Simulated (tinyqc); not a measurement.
Inside a calculation. Model: scattering rates of a carrier in a spherical band by Fermi's golden rule. Computed by tinyqc, a small Python program that keeps every step. Command: `OMP_NUM_THREADS=1 python tinyqc.py 3028963 3028964 out.jsonl scatter walk`. One thread of a shared host (Intel(R) Xeon(R) Processor @ 2.30GHz), about 0.01 s of CPU time with the checks. Intermediate numbers are printed to about 6 digits and carried at full precision; extremes and crossings named in words are read from the listed rows.

All processes here are isotropic or elastic, and the rate listed is the momentum relaxation rate.

Inputs (values chosen for the exercise, modelled on holes in germanium):

| quantity | value | unit |
|---|---|---|
| density-of-states mass of one valley m | 0.301 | m_0 |
| non-parabolicity alpha | 0.32 | 1/eV |
| static permittivity eps_s | 16 | - |
| density rho | 5323 | kg/m^3 |
| sound velocity v_l | 5360 | m/s |
| acoustic deformation potential D_A | 5.3 | eV |
| phonon energy hbar w | 36.4 | meV |
| optical or intervalley deformation potential D_o | 8.2 | 1e8 eV/cm |
| final valleys Z_f | 1 | - |
| ionised impurity density N_I | 4.4e+15 | 1/cm^3 |
| temperature T | 200 | K |
| carrier energy E | 180 | meV |

Crystal: non-polar. Band: Kane. Impurity formula: Brooks-Herring. Further scattering: none.

Constants: m_0 = 9.1093837015e-31 kg; e = 1.602176634e-19 C; hbar = 1.054571817e-34 J s; k_B = 8.617333262e-05 eV/K; eps_0 = 8.8541878128e-12 F/m; k_B = 1.380649e-23 J/K; hbar = 6.582119569e-16 eV s.

## The band at energy E

Kane band: hbar^2 k^2/(2 m) = E (1 + alpha E), speed v = hbar k/(m (1 + 2 alpha E)), states per spin, volume and energy g(E) = m k (1 + 2 alpha E)/(2 pi^2 hbar^2); overlap factors are set to 1. Masses are multiplied by m_0 and all formulas are in SI units.

wave number k = 1.22636 1/nm

speed v = 422948 m/s

g(E) = 2.73688e+20 1/(eV cm^3)

Non-parabolicity raises g(E) by a factor 1.147 and changes the speed by a factor 0.922 against a parabolic band at the same E.

## Phonon occupation and screening length

Phonon occupation N_q = 1/(exp(hbar w/(k_B T)) - 1). Debye screening by free carriers of density N_I: L_s = sqrt(eps_s eps_0 k_B T/(e^2 N_I)).

N_q = 0.137647

screening length L_s = 58.8511 nm

Above the threshold emission is favoured over absorption by (N_q + 1)/N_q = exp(hbar w/k_B T) = 8.26, apart from the density of final states.

## Acoustic phonons

Acoustic deformation potential (elastic, equipartition, absorption and emission together): 1/tau = 2 pi k_B T D_A^2 g(E)/(hbar rho v_l^2).

acoustic rate = 1.32510e+12 1/s

## Optical or intervalley phonons

Optical or intervalley deformation potential: 1/tau = (pi Z_f D_o^2/(rho w)) [N_q g(E + hbar w) + (N_q + 1) g(E - hbar w)], with g = 0 below the band edge.

absorption rate = 4.87494e+11 1/s

emission rate = 3.11334e+12 1/s

Emission is 6.39 times absorption here.

## Ionised impurities

Singly charged impurities, momentum relaxation: 1/tau = N_I e^4 m (1 + 2 alpha E) Phi/(8 pi (eps_s eps_0)^2 hbar^3 k^3), with alpha = 0 for a parabolic band. Brooks-Herring: Phi = ln(1 + b) - b/(1 + b), b = 4 k^2 L_s^2.

b = 20835.6

ionised-impurity rate = 7.26770e+09 1/s

## All rates at E

Rates add: 1/tau_m is the sum, and the mean free path is v tau_m.

Momentum relaxation rates:

| process | rate (1/s) | share (%) |
|---|---|---|
| acoustic | 1.32510e+12 | 26.8608 |
| optical absorption | 4.87494e+11 | 9.88189 |
| optical emission | 3.11334e+12 | 63.1100 |
| ionised impurity | 7.26770e+09 | 0.147322 |

momentum relaxation time tau_m = 202.708 fs

mean free path = 85.7349 nm

The largest rate is optical emission (63 %), then acoustic (27 %).

## Rates against energy

The formulas are those given above.

Momentum relaxation rates (1e12/s) and the total time:

| E (meV) | acoustic | optical absorption | optical emission | ionised impurity | tau_m (fs) |
|---|---|---|---|---|---|
| 3.6 | 0.16387 | 0.183755 | 0.00000 | 1.39679e+00 | 573.26 |
| 9.1 | 0.26168 | 0.196825 | 0.00000 | 4.12508e-01 | 1148.09 |
| 18.0 | 0.37064 | 0.216710 | 0.00000 | 1.65676e-01 | 1327.97 |
| 33.0 | 0.50782 | 0.247624 | 0.00000 | 7.30897e-02 | 1206.95 |
| 40.0 | 0.56217 | 0.261212 | 0.44270 | 5.63075e-02 | 756.21 |
| 55.0 | 0.66695 | 0.288996 | 1.01834 | 3.65294e-02 | 497.31 |
| 80.0 | 0.82001 | 0.332347 | 1.59006 | 2.19335e-02 | 361.75 |
| 130.0 | 1.08550 | 0.412346 | 2.42115 | 1.13192e-02 | 254.43 |
| 220.0 | 1.50762 | 0.545809 | 3.62486 | 5.53220e-03 | 175.94 |
| 360.0 | 2.12311 | 0.745867 | 5.30707 | 2.83658e-03 | 122.27 |

The largest rate is ionised impurity from 3.60 to 9.10, acoustic from 18.0 to 40.0, optical emission from 55.0 to 360 meV. Crossing hbar w = 36.4 meV opens emission: tau_m goes from 1210 to 756 fs between the two rows around it. The impurity rate goes between the last rows as E^-1.36; the acoustic rate follows g(E) and grows by a factor 13.0 over the table (10.0 for a parabolic band).

Checks made by the program: Brooks-Herring rate against the angular integral of the screened Coulomb matrix element (relative difference below 1e-10).
